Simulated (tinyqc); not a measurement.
# Oxide trap near a transistor channel: two-state multiphonon kinetics, telegraph noise and bias instability, step by step

A worked calculation. Computed by tinyqc, a small Python program that keeps every step. Command: `OMP_NUM_THREADS=1 python tinyqc.py 3006439 3006440 out.jsonl oxidetrap walk`. One thread of a shared host (Intel(R) Xeon(R) Processor @ 2.30GHz), about 0.01 s of CPU time with the checks. Intermediate numbers are printed to about 6 digits and carried at full precision; extremes and crossings named in words are read from the listed rows.

An n-channel device under positive gate bias. The trap is empty (state 1) or holds an electron (state 2); both states are parabolas of equal curvature, and the electron reservoir is taken at the Fermi level of the channel.

Inputs (values chosen for the exercise, with an insulator like HfO2 on silicon):
```
quantity                                  value   unit
insulator constant eps_ox                  20.3      -
insulator thickness t_ox                    1.9     nm
trap depth x from the interface             0.4     nm
tunnel barrier phi_b                       1.47     eV
tunnelling mass m_ox                       0.19    m_0
trap level above E_F at zero field E_t  -0.0073     eV
relaxation energy E_R                       2.5     eV
oxide field F                               1.3  MV/cm
attempt rate k_0 at the interface         7e+11    1/s
temperature T                               400      K
channel width W                             430     nm
channel length L                            170     nm
frequency f                                   1     Hz
stress time t_s                           0.005      s
```

Parts treated: one trap.

Constants: hbar^2/(2 m_0) = 3.80998212 eV angstrom^2; k_B = 8.617333262e-05 eV/K; e = 1.602176634e-19 C; eps_0 = 8.8541878128e-12 F/m.

## Tunnelling factor

kappa = sqrt(2 m_ox phi_b)/hbar = sqrt(m_ox phi_b/(hbar^2/2m_0)); attenuation length lambda = 1/(2 kappa); factor exp(-x/lambda) for a rectangular barrier.

kappa = 2.70753 1/nm

attenuation length lambda = 0.184670 nm

tunnelling factor = 0.114632

## Barriers and time constants

E_21 = E_t - e F x is the energy of state 2 over state 1; barriers E_c = (E_R + E_21)^2/(4 E_R), E_e = E_c - E_21; tau_c = exp(E_c/k_B T)/(k_0 P), tau_e = exp(E_e/k_B T)/(k_0 P), P the tunnelling factor; occupation f_2 = tau_e/(tau_c + tau_e); 1/tau_0 = 1/tau_c + 1/tau_e.

E_21 = -0.0593 eV

capture barrier E_c = 0.595702 eV

emission barrier E_e = 0.655002 eV

capture time tau_c = 3.99123e-04 s

emission time tau_e = 0.00222974 s

occupation f_2 = 0.848176

tau_0 = 3.38526e-04 s

The two times are within a factor 30 of each other, so the trap switches between both states and shows as telegraph noise.

## Step height and noise

Charge-sheet step dV = e (t_ox - x)/(eps_ox eps_0 W L); Lorentzian spectrum S(f) = 4 dV^2 tau_0^2/((tau_c + tau_e)(1 + (2 pi f tau_0)^2)); corner 1/(2 pi tau_0); variance dV^2 f_2 (1 - f_2) = dV^2 tau_0/(tau_c + tau_e).

threshold step dV = 0.0182911 mV

corner frequency = 470.141 Hz

S(f) = 5.83384e-14 V^2/Hz

root-mean-square noise = 0.00656375 mV

f lies below the corner, on the flat part. Random dopants and current percolation, left out here, spread real steps around this value.

## Stress and recovery of one trap

From the zero-field occupation f(0), f(t) = f_2 + (f(0) - f_2) exp(-t/tau_0) under the field; after t_s the field is removed and f relaxes with the zero-field constants.

occupation at zero field = 0.552749

tau_0 at zero field = 4.64361e-04 s

occupation after stress = 0.848176

half-time of recovery = 3.21871e-04 s

## Bias dependence of the times

The formulas are those given above.

Against field:
```
F (MV/cm)  E_21 (eV)    tau_c (s)   tau_e (s)       f_2
0.00         -0.0073  8.40095e-04  0.00103826  0.552749
0.39         -0.0229  6.70882e-04  0.00130369  0.660239
0.78         -0.0385  5.36510e-04  0.00163929  0.753420
1.04         -0.0489  4.62600e-04  0.00191125  0.805127
1.30         -0.0593  3.99123e-04  0.00222974  0.848176
1.56         -0.0697  3.44572e-04  0.00260292  0.883097
1.95         -0.0853  2.76726e-04  0.00328687  0.922346
```

ln(tau_c/tau_e) falls by e x/k_B T = 1.160 per MV/cm, which measures the depth x if the change of surface potential with bias is left aside. Over these rows tau_c shortens by 0.48 decades and tau_e lengthens by 0.50; the two share the shift almost equally, as the first and last E_21 average to little against E_R.

Checks made by the program: detailed balance tau_c/tau_e = exp(E_21/k_B T) (relative difference below 1e-10); the integral of S(f) against the variance (relative difference below 1e-10).
